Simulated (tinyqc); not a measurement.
Worked calculation: model-solid line-up of a strained alloy layer on a substrate. Values are carried at full precision from step to step, so a last printed digit may differ when a step is redone from the rounded ones.

All values of the alloy are linear in x but the gap, Eg(x) = (1 - x) Eg_A + x Eg_B - C x (1 - x), and the valence edge, Ev(x) = (1 - x) Ev_A + x Ev_B + fv C x (1 - x); Ec = Ev + Eg. Ev is the top of the unstrained valence band on a scale common to all materials. In the layer only the Gamma valley of the conduction band is followed, also where an X or L valley would lie lower.

Parameters, chosen for this exercise (A near AlAs, B near InAs, substrate near InP; shifted at random, so the results belong to these values and not to a real crystal): a = (5.666, 6.057) angstrom (lattice constant of A, B); Eg = (3.122, 0.42) eV (gap at Gamma to the s-like level of A, B); Dso = (0.277, 0.391) eV (spin-orbit splitting of A, B); Ev = (-1.31, -0.58) eV (top of the unstrained valence band of A, B); ac = (-5.66, -5.05) eV (conduction deformation potential of A, B); av = (2.45, 0.99) eV (valence hydrostatic potential of A, B); b = (-2.29, -1.82) eV (tetragonal shear potential of A, B); d = (-3.39, -3.6) eV (trigonal shear potential of A, B); C11 = (126.8, 82.4) GPa (of A, B); C12 = (53.7, 45.3) GPa (of A, B); C44 = (54.6, 39.4) GPa (of A, B); C = 0.655 eV (bowing of the gap); fv = 0 (share of the bowing taken by the valence edge); x = 0.54 (fraction of B); a_s = 5.865 angstrom (substrate); face = 110 (growth face); Eg_s = 1.444 eV (lowest gap of the substrate); Ev_s = -0.93 eV (substrate valence edge); e14 = -0.108 C/m^2 (piezoelectric constant of the layer); eps = 11.7 (dielectric constant); Lw = 14 nm (thickness of the layer).

## Values of the alloy

Interpolate.

Alloy at x (a in angstrom, C11, C12, C44 in GPa, all else in eV):
```
symbol     value
a         5.8771
Eg        1.5002
Dso       0.3386
Ev       -0.9158
ac       -5.3306
av        1.6616
b        -2.0362
d        -3.5034
C11     102.8240
C12      49.1640
C44      46.3920
```

## Strain on the (110) substrate

Coherent growth on a (110) face: e_par = (a_s - a)/a, e_perp = -(C11 + 3 C12 - 2 C44)/(C11 + C12 + 2 C44) e_par; exx = eyy = (e_par + e_perp)/2, ezz = e_par, exy = (e_perp - e_par)/2, eyz = ezx = 0.

Use the values of the alloy.

e_par = -0.002066
e_perp = 0.001329

strain tensor in the cubic axes:
```
           x          y          z
x  -0.000368   0.001698   0.000000
y   0.001698  -0.000368   0.000000
z   0.000000   0.000000  -0.002066
```

The layer is under compression in the plane; its volume changes by -0.280 %.

## Strained band edges

Strained edges: Ec + ac tr(e); the valence edges are Ev plus the levels of the 6 x 6 matrix of X, Y, Z times spin with -Dso/3 + l exx + m (eyy + ezz) on the diagonal (cyclic), n exy off it, l = av + 2 b, m = av - b, n = sqrt(3) d. Spin-orbit term (Dso/3) L.sigma on X, Y, Z with (L_k)_ij = -i epsilon_kij: <X+|H|Y+> = -i Dso/3, <X+|H|Z-> = Dso/3, <Y+|H|Z-> = -i Dso/3, <Z+|H|X-> = -Dso/3, <Z+|H|Y-> = i Dso/3, <X-|H|Y-> = i Dso/3, and their conjugates; + and - are the spin along z.

Give the hydrostatic shifts, the strain block and the edges.

ac tr(e), av tr(e) (eV): 0.0149  -0.0047

strain block (eV), lower triangle:
```
         X        Y       Z
X  -0.0081
Y  -0.0103  -0.0081
Z        0        0  0.0023
```

Ec and the three valence edges from the top (eV): 0.5994  -0.9136  -0.9270  -1.2593

strained gap = 1.5129 eV

Strain moves the gap by +13 meV: +20 meV from the volume and -7 meV from the splitting of the valence edge, which always raises the top.

## Offsets against the substrate material

dEc = Ec(substrate) - Ec(layer), dEv = Ev(layer) - Ev(substrate); positive values confine the carrier in the layer. Type I: both of one sign; type II: opposite signs; type III: the gaps do not overlap.

Give also the smallest gap across the interface, min Ec - max Ev.

dEc = -0.0854 eV
dEv = 0.0164 eV

type: II

smallest gap = 1.4276 eV

Electrons collect in the substrate material and holes in the layer. An offset this small is within the spread of parameter sets, so the type is not settled by this model. Where the alloy is indirect its X or L edge, left out, lies lower and changes dEc.

## Piezoelectric polarisation

P_x = 2 e14 eyz and cyclic. The field along the normal n of the (110) face is -P.n/(eps eps0) in a layer between thick unstrained barriers, eps0 = 8.8541878e-12 F/m; 1 kV/cm = 1e5 V/m.

P (C/m^2): 0.000000  0.000000  -0.000367

P.n = 0.000000 C/m^2
field along n = 0.0 kV/cm
potential drop across the layer = 0.0 mV

P lies along [001], in the plane of the layer, so a wide layer carries no field along its normal.

Computed by tinyqc, a small Python program: `OMP_NUM_THREADS=1 python tinyqc.py 1080159 1080160 out.jsonl` (the numbers bound the seed that draws the inputs); one thread of a shared host (Intel(R) Xeon(R) Processor @ 2.30GHz), about 0.02 s for the whole set of steps.
